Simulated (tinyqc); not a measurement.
Inside a calculation: three-level Kane dispersion of a narrow-gap semiconductor. Values are carried at full precision from step to step, so a last printed digit may differ when a step is redone from the rounded ones.

Zero of energy at Gamma8, c = hbar^2/2m0, P^2 = Ep c. The free-electron term and remote bands are left out, so the heavy holes are flat at E = 0 and the other three bands obey E (E - Eg)(E + Dso) = P^2 k^2 (E + 2 Dso/3). The conduction band is the highest root; its edge is Ec = max(Eg, 0).

Constants: hbar^2/2m0 = 3.80998211 eV angstrom^2; hbar = 6.58211957e-16 eV s; e^2/(4 pi eps0) = 14.39964547 eV angstrom; muB = 5.788381798e-05 eV/T.

Inputs chosen for the exercise (near those of InAs; not measured data): Eg = 0.41 eV (E(Gamma6) - E(Gamma8)); Dso = 0.4 eV (spin-orbit splitting); Ep = 21.1 eV (Kane energy); k = 0.008 1/angstrom (wave vector); n = 1.7e+17 cm^-3 (electron density); eps = 12 (high-frequency dielectric constant); B = 4.5 T (magnetic field).

## The three bands at one k

Expand the equation into E^3 + a2 E^2 + a1 E + a0 = 0 and give its roots; compare with the two-level form (Dso to infinity) E = Eg/2 +/- sqrt(Eg^2/4 + (2/3) P^2 k^2).

P^2 k^2 = 0.005145 eV^2

a2, a1, a0: -0.010000  -0.169145  -0.001372

roots (eV): -0.4021  -0.0081  0.4203

two-level form (eV): -0.0082  0.4182

The two-level form misses the highest root by -2.1 meV. The order is normal: Gamma6 forms the conduction band.

## Mass at the edge and limiting velocity

m0* = Eg (Eg + Dso)/(Ep (Eg + 2 Dso/3)). In the two-level form the velocity tends to v = sqrt(2/3) P/hbar, and |Eg| = 2 m v^2 with m = 3 |Eg|/(2 Ep), as for a relativistic particle. 1 angstrom = 1e-10 m.

m0* = 0.02326 m0
P = 8.9661 eV angstrom
v = 1.112e+06 m/s
k at which the linear part sets in, |Eg|/(2 hbar v) = 0.02800 1/angstrom

## Fermi level and mass at a given density

Degenerate electrons at T = 0: kF = (3 pi^2 n)^(1/3), 1 cm^-3 = 1e-24 angstrom^-3; EF is the highest root at kF. The momentum (cyclotron, optical) mass is m(E) = hbar^2 k/(dE/dk) = c d(k^2)/dE with d(k^2)/dE = k^2 [1/E + 1/(E - Eg) + 1/(E + Dso) - 1/(E + 2 Dso/3)]; the density of states is k d(k^2)/dE/(2 pi^2).

Edge mass m0* = Eg (Eg + Dso)/(Ep (Eg + 2 Dso/3)).

Compare EF - Ec with the parabolic value c kF^2/m0*.

kF = 0.01714 1/angstrom
EF - Ec = 0.0439 eV
parabolic value = 0.0481 eV
m(EF) = 0.02772 m0
m(EF)/m0* = 1.192
density of states at EF = 6.316e+18 1/(eV cm^3)

The parabola overstates EF - Ec by a factor of 1.10; (EF - Ec)/|Eg| = 0.11, and the two-level rule 1 + 2 (EF - Ec)/|Eg| = 1.214 estimates the mass ratio.

## Plasma and cyclotron energies

hbar wp = sqrt(8 pi c (e^2/4 pi eps0) n/(eps m)), hbar wc = 2 muB B/m (classical limit), with m = m(EF) and, for comparison, the edge mass; n in angstrom^-3.

hbar wp with m(EF), with m0* (meV): 26.55  28.98

hbar wc with m(EF), with m0* (meV): 18.80  22.40

hbar wc is not small against EF - Ec = 43.9 meV, so fewer than ten Landau levels are filled and the classical value is only a guide.

## Checks

- Roots of the cubic against the 8 x 8 Kane matrix without remote terms: they agree to 1e-10 or better.
- m(E) near the edge against m0*: both 0.02326.

Run: tinyqc, `OMP_NUM_THREADS=1 python tinyqc.py 1081088 1081089 out.jsonl`; Intel(R) Xeon(R) Processor @ 2.30GHz, one thread, shared host; about 0.01 s of CPU time with all checks.
